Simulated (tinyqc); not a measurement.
# Changing the distance d to the collector

Model: Haynes-Shockley experiment: drift, diffusion and decay of a minority-carrier pulse. Computed by tinyqc, a small Python program. Command: `OMP_NUM_THREADS=1 python tinyqc.py 3113745 3113746 out.jsonl haynes sweep`. One thread of a shared host (Intel(R) Xeon(R) Processor @ 2.30GHz), about 0.02 s of CPU time with the checks.

A thin sheet of excess carriers is made at x = 0, t = 0 in a long uniform bar; injection is low, so the pulse moves with the minority mobility.

Inputs (values chosen for the exercise, modelled on holes in n-type germanium in a lightly doped bar): minority mobility mu = 1810 cm^2/(V s); lifetime tau = 30 microsecond; temperature T = 250 K; field F = 6.2 V/cm; injected sheet density N0 = 2.4e+10 1/cm^2.

Constants: k_B = 8.617333262e-05 eV/K.

Method:
- D = mu k_B T/e, v = mu F.
- Transit time d/v, diffusion length sqrt(D tau), drift length v tau, Peclet number v d/D = e F d/(k_B T).
- dn(x, t) = N0/sqrt(4 pi D t) exp(-(x - v t)^2/(4 D t) - t/tau).
- At fixed x the signal peaks where d ln(dn)/dt = 0: a t^2 + t/2 - x^2/(4 D) = 0 with a = v^2/(4 D) + 1/tau.
- The full width at half maximum is found by solving dn(x, t) = peak/2 on both sides of the peak.
- With w the full width at half maximum: mu = d/(F t_p); D = (w d)^2/(16 ln2 t_p^3); Einstein ratio D/mu against k_B T/e.

One run for each value; columns: (1) distance d to the collector (cm); (2) width at half maximum (microsecond); (3) peak density (1/cm^3); (4) error of mu (%); (5) Peclet number:
```
(1)      (2)         (3)     (4)     (5)
0.15   6.476  1.9383e+11  4.3861   43.17
0.22   7.880  1.3004e+11  3.6350   63.31
0.31   9.381  8.3983e+10  3.1704   89.22
0.45  11.328  4.6145e+10  2.8184  129.51
0.64  13.529  2.2119e+10  2.5877  184.19
0.92  16.238  8.0954e+09  2.4217  264.77
1.30  19.316  2.2274e+09  2.3110  374.13
1.90  23.364  3.1559e+08  2.2264  546.80
```

Over the rows, width at half maximum (microsecond) rises from 6.48 to 23.4 (exponent d ln y / d ln x about 0.51 throughout); peak density (1/cm^3) falls from 1.94e11 to 3.16e8 (exponent d ln y / d ln x -1.0 between the first rows and -5.1 between the last); error of mu (%) falls from 4.39 to 2.23 (exponent d ln y / d ln x -0.49 between the first rows and -0.098 between the last). The exponent of width at half maximum stays between 0.50 and 0.51, near 0.50: the spread grows as sqrt(t).

Extremes, crossings and ranges named in words are read from the listed rows.
